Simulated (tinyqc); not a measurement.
From results back to parameters: Gamma, L and X subbands of a thin body with non-parabolic valleys. Three cases, with inputs chosen for the exercise.

Problem. Hard walls; each subband edge rises by e with e (1 + a e) = c (pi/t)^2/m_z, c = hbar^2/2m0. The thickness at which the Gamma and L edges cross was computed from a hidden bulk separation EL.

Constants: hbar^2/2m0 = 3.80998211 eV angstrom^2.

Find: rise of Gamma; rise of L; EL.

Method. At the crossing the rise of Gamma equals EL plus the rise of L.

Case 1.

Values chosen (near those of a thin GaSb channel; the results hold for these values, not for the real material):
- mG = 0.0388 m0 (Gamma mass)
- aG = 1.16 1/eV (Gamma non-parabolicity)
- mzL = 1.258 m0 (confinement mass of the lowest L group)
- aS = 0.42 1/eV (non-parabolicity of L and X)

crossing thickness = 107.036 angstrom

Solution.

rise of Gamma = 0.078 eV
rise of L = 0.003 eV
EL = 0.075 eV

Case 2.

Values chosen (near those of a thin GaAs channel; the results hold for these values, not for the real material):
- mG = 0.0665 m0 (Gamma mass)
- aG = 0.57 1/eV (Gamma non-parabolicity)
- mzL = 0.1118 m0 (confinement mass of the lowest L group)
- aS = 0.34 1/eV (non-parabolicity of L and X)

crossing thickness = 18.640 angstrom

Solution.

rise of Gamma = 1.027 eV
rise of L = 0.768 eV
EL = 0.259 eV

Case 3.

Values chosen (near those of a thin GaAs channel; the results hold for these values, not for the real material):
- mG = 0.068 m0 (Gamma mass)
- aG = 0.56 1/eV (Gamma non-parabolicity)
- mzL = 0.1117 m0 (confinement mass of the lowest L group)
- aS = 0.36 1/eV (non-parabolicity of L and X)

crossing thickness = 19.379 angstrom

Solution.

rise of Gamma = 0.958 eV
rise of L = 0.713 eV
EL = 0.245 eV

Computed by tinyqc, one run a case: `OMP_NUM_THREADS=1 python tinyqc.py N N+1 out.jsonl` with N = 1250169, 1250174, 1250249; one thread of a shared Intel(R) Xeon(R) Processor @ 2.30GHz, about 0.03 s a run at most.
